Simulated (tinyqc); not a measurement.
Error of each scheme against the width: smearing for a one-band metal on the simple cubic lattice.

Lattice vectors (units of a): a1 = (1, 0, 0), a2 = (0, 1, 0), a3 = (0, 0, 1). E(k) = -t A_1(k) - t2 A_2(k), A_m the sum of cos(k . R) over the 6 nearest and 12 second lattice vectors. Mesh k = sum (j_i/N) b_i, j_i = 0 .. N-1.

With x = (E_k - mu)/sigma: Fermi-Dirac f = 1/(1 + exp(x)), s = -f ln f - (1 - f) ln(1 - f); Gaussian f = erfc(x)/2, s = exp(-x^2)/(2 sqrt(pi)); Methfessel-Paxton (first order) f = erfc(x)/2 - x exp(-x^2)/(2 sqrt(pi)), s = (1 - 2 x^2) exp(-x^2)/(4 sqrt(pi)); cold (Marzari-Vanderbilt) with y = x + 1/sqrt(2), f = erfc(y)/2 + exp(-y^2)/sqrt(2 pi), s = y exp(-y^2)/sqrt(2 pi). With weights w = points/N^d (d the dimension), mu solves 2 sum w f = ne; E = 2 sum w f E_k, S = 2 sum w s, F = E - sigma S.

Inputs chosen for the exercise: t = 1.37 eV (nearest hopping); t2 = -0.29 eV (second hopping); ne = 0.74 (electrons per cell).

All on the dense mesh N = 40. The reference is F of first-order Methfessel-Paxton smearing with sigma = 0.05 t on the mesh N = 40; it moves by 0.13 meV on the mesh N = 50; in three dimensions such meshes can agree by chance and the reference may be off by about 1 meV, so smaller errors are not resolved.

Errors (meV per cell):

| sigma (eV) | FD F | FD (E+F)/2 | Gauss F | Gauss (E+F)/2 | MP F | cold F |
|---|---|---|---|---|---|---|
| 0.137 | -7.37 | -0.03 | -1.15 | -0.02 | -0.01 | 0.02 |
| 0.205 | -16.55 | -0.01 | -2.55 | -0.04 | -0.04 | 0.00 |
| 0.274 | -29.43 | 0.06 | -4.49 | -0.04 | -0.04 | 0.03 |
| 0.411 | -66.36 | 0.09 | -10.06 | -0.03 | -0.03 | 0.21 |
| 0.548 | -117.78 | -1.03 | -17.87 | -0.01 | -0.01 | 0.57 |
| 0.822 | -259.68 | -12.05 | -40.23 | 0.10 | 0.15 | 2.23 |
| 1.096 | -444.19 | -39.73 | -71.68 | 0.35 | 0.49 | 5.01 |

reference = -2.41498 eV

What can be read from this table?

Doubling sigma from 0.274 to 0.548 eV multiplies the error of F by 4.0 (Fermi-Dirac) and 4.0 (Gaussian); a pure sigma^2 term would give 4. At the smallest width Fermi-Dirac errs 6.4 times as much as Gaussian, against 2 pi^2/3 = 6.6 for the ratio of the sigma^2 terms at equal sigma. At the largest width the sizes of the errors rank Gauss (E+F)/2 0.3, MP F 0.5, cold F 5.0, FD (E+F)/2 39.7, Gauss F 71.7, FD F 444.2 meV; below about 1 meV this order, and the ratios at the smallest width, carry the noise of the mesh.

Run: tinyqc, `OMP_NUM_THREADS=1 python tinyqc.py 1681196 1681197 out.jsonl`; Intel(R) Xeon(R) Processor @ 2.30GHz, one thread, shared host; about 0.3 s of CPU time with all checks.
